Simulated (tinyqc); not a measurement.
## Polarisation charge from two barrier thicknesses

Question. Voff = phiB - dEc - q sigma d/(eps0 eb). Find sigma, phiB - dEc and the thickness at which Voff = 0.

Constants: q = 1.602176634e-19 C, eps0 = 8.8541878128e-14 F/cm where lengths are in cm. Results are converted to the units shown.

Voff at d = 13 and 36 nm (V): [-3.7584968, -11.630683]
eb = 9.496

Solution. Voff is a straight line in d: its slope is -q sigma/(eps0 eb) and its intercept phiB - dEc.

sigma = 1.796e13 cm^-2
phiB - dEc = 0.6910 V
thickness for Voff = 0 = 2.019 nm

tinyqc, about 0.01 s, one thread, Intel Xeon 2.30GHz (shared host): `OMP_NUM_THREADS=1 python tinyqc.py 2180044 2180045 out.jsonl`
